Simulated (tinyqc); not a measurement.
Thermal, flicker and telegraph noise of a field-effect transistor: one step, computed by the program tinyqc. Command: `OMP_NUM_THREADS=1 python tinyqc.py 3006051 3006052 out.jsonl noise walk`. One thread of a shared host (Intel(R) Xeon(R) Processor @ 2.30GHz), about 0.01 s of CPU time with the checks.

Strong inversion, threshold roll-off and channel-length modulation left out; noise sources are uncorrelated and are given as one-sided spectral densities.

Task: How many traps? Active traps per decade of time constant: N_dec = N_t k_B T W L lambda ln(10); a single trap at the interface shifts the threshold by e/(W L C_ox) and the current by g_m times that; tunnelling depth for frequency f, z = lambda ln(1/(2 pi f tau_0)), tau_0 = 1e-10 s.

Inputs (values chosen for the exercise, modelled on a high-k silicon transistor):
```
quantity                  value         unit
width W                     1.1   micrometre
length L                     82           nm
oxide trap density N_t  2.4e+16  1/(eV cm^3)
frequency f                2000           Hz
temperature T               400            K
```

Operating region: saturation. Flicker model: number fluctuation.

tunnelling length lambda = 0.9022742 angstrom

C_ox = 2.656256 microfarad/cm^2

g_m = 2006.401 microsiemens

drain current I = 833.4194 microampere

Constants: k_B = 8.617333262e-05 eV/K; e = 1.602176634e-19 C.

Give: traps per decade; threshold step of one trap; current step of one trap; depth probed at f.

Result:

traps per decade = 0.015503

threshold step of one trap = 0.066870 mV

current step of one trap = 0.016099 %

depth probed at f = 1.2259 nm

With fewer than one trap per decade the spectrum is not a smooth 1/f but a few Lorentzians, seen in time as telegraph steps, and S_Vfb is only the mean over many devices. Caution: fewer than one trap per decade of time constant is active, so one device shows telegraph steps and the 1/f law is only a mean over many devices.
